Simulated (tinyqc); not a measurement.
# Off-state leakage of single and stacked transistors: leakage components against the body voltage

n-channel devices of unit width. Subthreshold current I(Vg, Vs, Vd) = I0 (T/300 K)^0.5 exp[(Vg - Vs - VT(T) - gb (Vs - Vb) + dd (Vd - Vs))/(nf Vt)] (1 - exp(-(Vd - Vs)/Vt)), VT(T) = VT - cT (T - 300 K). Gate-edge tunnelling Ig (Vd/1 V) exp(ag (Vd - 1 V)), for a gate at 0 V, and band-to-band leakage Ab u exp(-Bb/u), u = Vd - Vb + 1 V, flow at a drain held at V; both are taken as independent of T. In a stack of off transistors (all gates at 0 V) the same subthreshold current passes through each.

One transistor with Vg = Vs = 0, Vd = V; stack factor I(one)/I(two in series).

Parameters, values chosen for the exercise; values of the order met in bulk silicon logic transistors: temperature T = 300 K; supply voltage V = 0.9 V; threshold at 300 K, zero drain and body bias VT = 0.46 V; fall of the threshold with temperature cT = 0.8 mV/K; current at threshold at 300 K I0 = 0.7 uA/um; slope factor nf = 1.27; drain-induced lowering per volt dd = 0.13; rise of the threshold per volt of source-body bias gb = 0.24; gate-edge tunnelling current at 1 V Ig = 7e-5 uA/um; exponential slope of the gate current ag = 4.8 1/V; prefactor of band-to-band leakage at the drain Ab = 10 uA/(um V); its exponential voltage Bb = 29 V.

Constants: q = 1.602176634e-19 C, kB = 1.380649e-23 J/K, Vt = kB T/q. Results are converted to the units shown.

The same in every row: gate edge (nA/um) = 0.038983; stack factor = 27.077.

Result of one run:

| subthreshold (nA/um) | band-to-band (nA/um) | total (nA/um) | largest part |
|---|---|---|---|
| 1.3593e-5 | 1.3166 | 1.3556 | band-to-band |

Which body voltage Vb gave this result: 0.2, -0.6, -0.8 or -1 V?

Vb = -1 V.

The whole series:

| Vb (V) | subthreshold (nA/um) | band-to-band (nA/um) | total (nA/um) | largest part |
|---|---|---|---|---|
| 0.2 | 0.087681 | 6.6358e-4 | 0.12733 | subthreshold |
| 0 | 0.020322 | 0.0044673 | 0.063773 | gate edge |
| -0.2 | 0.0047102 | 0.021126 | 0.064820 | gate edge |
| -0.4 | 0.0010917 | 0.076885 | 0.11696 | band-to-band |
| -0.6 | 2.5303e-4 | 0.22915 | 0.26839 | band-to-band |
| -0.8 | 5.8647e-5 | 0.58441 | 0.62345 | band-to-band |
| -1 | 1.3593e-5 | 1.3166 | 1.3556 | band-to-band |
| -1.2 | 3.1505e-6 | 2.6829 | 2.7219 | band-to-band |
| -1.4 | 7.3021e-7 | 5.0349 | 5.0738 | band-to-band |

As Vb goes from 0.2 to -1.4, the total leakage goes from 0.127 through a minimum of 0.0638 (at Vb = 0 among the rows listed) to 5.07 nA/um. The subthreshold part leads at Vb = 0.2, the gate edge part from 0, the band-to-band part from -0.4 on. The exact minimum lies at Vb = -0.0937 V: reverse body bias lowers the subthreshold part by a decade every nf Vt ln 10/gb = 0.315 V but raises the band-to-band part. The reduction by a stack of two stays at 27.1, for the subthreshold part alone. For Vb = 0.2 the body is forward biased; the junction current, left out, is still small at this voltage.

Numbers from tinyqc (`OMP_NUM_THREADS=1 python tinyqc.py 2242001 2242002 out.jsonl`; about 0.03 s on one thread of a shared Intel Xeon 2.30GHz).
